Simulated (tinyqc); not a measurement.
Changing the donor density N_D: charge neutrality of a doped semiconductor with incomplete ionisation. Computed by tinyqc, a small Python program. Command: `OMP_NUM_THREADS=1 python tinyqc.py 3009026 3009027 out.jsonl dopant sweep`. One thread of a shared host (Intel(R) Xeon(R) Processor @ 2.30GHz), about 0.04 s of CPU time with the checks.

Energies are counted from the top of the valence band; E_D is measured down from the conduction band and E_A up from the valence band.

Inputs (values chosen for the exercise, modelled on GaP):
```
quantity                             value  unit
gap at 0 K E_g0                       2.39    eV
Varshni alpha                     0.000562  eV/K
Varshni beta                           382     K
electron mass m_e                     0.51   m_0
valleys M_c                              3     -
hole mass m_h                        0.801   m_0
donor depth E_D                       0.11    eV
donor degeneracy g_D                     2     -
static dielectric constant eps_s      10.7     -
temperature T                          200     K
iteration cap                           60     -
```

Doping: n-type. Statistics of the bands: Fermi-Dirac. Solver: Newton steps on the logarithm. Start of Newton steps: intrinsic level E_i.

Constants: m_0 = 9.1093837015e-31 kg; k_B = 1.380649e-23 J/K; h = 6.62607015e-34 J s; k_B = 8.617333262e-05 eV/K.

Method:
- E_g = E_g0 - alpha T^2/(T + beta).
- N_c = 2 M_c (2 pi m_e k_B T/h^2)^(3/2) and N_v = 2 (2 pi m_h k_B T/h^2)^(3/2), masses in units of m_0.
- n_i = sqrt(N_c N_v) exp(-E_g/(2 k_B T)); E_i = E_g/2 + (k_B T/2) ln(N_v/N_c).
- n = N_c F_1/2((E_F - E_g)/k_B T), p = N_v F_1/2(-E_F/k_B T).
- F_1/2(eta) = (2/sqrt(pi)) int_0^infinity sqrt(x)/(1 + exp(x - eta)) dx, by the trapezoid rule in t = sqrt(x) with step 0.02 up to t = 12 (for eta < -12 by exp(eta) - exp(2 eta)/2^(3/2)).
- N_D+ = N_D/(1 + g_D exp((E_F - E_g + E_D)/k_B T)).
- Neutrality: p + N_D+ = n + N_A-; the log ratio is ln[(p + N_D+)/(n + N_A-)].
- Newton steps from the start named, with the slope from a central difference of 1e-6 eV; the function is the log ratio y = ln[(p + N_D+)/(n + N_A-)]; the bracket -0.3 to E_g + 0.3 eV is narrowed by the sign of y at each step, and a step that would leave it is replaced by its midpoint; stop when |log ratio| < 1e-9.

One run for each value; columns: (1) donor density N_D (cm^-3); (2) majority density n (cm^-3); (3) ionised share of the donors; (4) distance of E_F from the majority band edge (eV); (5) minority density p (cm^-3):
```
(1)             (2)     (3)     (4)        (5)
1.20e+16  7.519e+15  0.6266  0.1309  1.088e-37
3.70e+16  1.620e+16  0.4378  0.1176  5.048e-38
1.20e+17  3.310e+16  0.2758  0.1053  2.469e-38
3.70e+17  6.227e+16  0.1683  0.0944  1.312e-38
1.20e+18  1.168e+17  0.0973  0.0836  6.987e-39
3.70e+18  2.094e+17  0.0566  0.0735  3.888e-39
1.20e+19  3.812e+17  0.0318  0.0631  2.127e-39
3.70e+19  6.717e+17  0.0182  0.0532  1.199e-39
1.20e+20  1.207e+18  0.0101  0.0429  6.587e-40
```

Over the rows, majority density n (cm^-3) rises from 7.52e15 to 1.21e18 (exponent d ln y / d ln x 0.68 between the first rows and 0.50 between the last); ionised share of the donors falls from 0.627 to 0.0101 (exponent d ln y / d ln x -0.32 between the first rows and -0.50 between the last); distance of E_F from the majority band edge (eV) falls from 0.131 to 0.0429 (exponent d ln y / d ln x -0.095 between the first rows and -0.18 between the last). At the high end the exponent of majority density n is 0.50, close to 0.50: the exponent of weak ionisation without compensation, n = sqrt(n1 N_D). The ionised share drops below one half once E_F passes E_g - E_D - k_B T ln g_D, between 1.20e16 and 3.70e16 cm^-3.

Caution (rows 3.70e19, 1.20e20): N^(1/3) a is above 0.2 for the radius a = e^2/(8 pi eps_0 eps_s E) of the dopant: near the Mott value, 0.26, the level broadens, and above it the level has merged with the band and all dopants are ionised, so such results of a fixed depth are only formal.

Extremes, crossings and ranges named in words are read from the listed rows.
